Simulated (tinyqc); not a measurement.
Ellipsometry and reflectance of a transparent film on an absorbing substrate: psi and Delta against the film thickness.

Air (index 1), film, substrate with N2 = n2 - i k2; time factor exp(+i w t). q_j = sqrt(N_j^2 - sin^2 th), root with positive real part. Fresnel coefficients r_s = (q_a - q_b)/(q_a + q_b), r_p = (N_b^2 q_a - N_a^2 q_b)/(N_b^2 q_a + N_a^2 q_b). tan(Psi) exp(i Delta) = R_p/R_s, Delta taken from 0 to 360 degrees.

beta = 2 pi d q1/lam, X = exp(-2 i beta), R = (r01 + r12 X)/(1 + r01 r12 X) for p and s. The last column is the derivative of Delta.

Parameters, values chosen for the exercise; indices close to those of silicon dioxide on silicon: wavelength lam = 546.1 nm; angle of incidence th = 70 degrees; index of the transparent film n1 = 1.452; index of the substrate n2 = 4.086; extinction coefficient of the substrate k2 = 0.031.

Psi and Delta against the film thickness:

| d (nm) | Psi (degrees) | Delta (degrees) | \|R_p\|^2 | \|R_s\|^2 | dDelta/dd (degrees/nm) |
|---|---|---|---|---|---|
| 0 | 12.01 | 179.0 | 0.03205 | 0.7083 | -3.035 |
| 28 | 18.39 | 115.0 | 0.07517 | 0.6804 | -1.416 |
| 56 | 28.19 | 89.05 | 0.1668 | 0.5806 | -0.5556 |
| 83 | 39.30 | 81.77 | 0.2469 | 0.3685 | 0.02818 |
| 111 | 66.16 | 96.02 | 0.2912 | 0.05689 | 1.425 |
| 139 | 60.63 | 268.1 | 0.2878 | 0.09113 | 0.9797 |
| 167 | 37.38 | 277.9 | 0.2371 | 0.4061 | -0.06085 |
| 194 | 26.82 | 268.4 | 0.1533 | 0.5995 | -0.6419 |
| 222 | 17.05 | 238.9 | 0.06466 | 0.6875 | -1.621 |
| 250 | 12.15 | 169.0 | 0.03282 | 0.7079 | -2.970 |

Read the table: what changes, and by how much?

Psi goes from 12.0 through a maximum of 66.2 (at d = 111 nm among the rows listed) to 12.2 degrees. The period is 246.7 nm, after which Psi and Delta return to the values of the bare substrate, so one angle and wavelength fix d only up to a multiple of it. The size of the slope of Delta runs from 0.0282 to 3.03 degrees/nm among the rows; Delta is counted modulo 360 degrees, and sharper features can lie between the rows.

Program tinyqc, `OMP_NUM_THREADS=1 python tinyqc.py 2870222 2870223 out.jsonl`; Intel Xeon 2.30GHz, shared host, one thread, about 0.01 s.
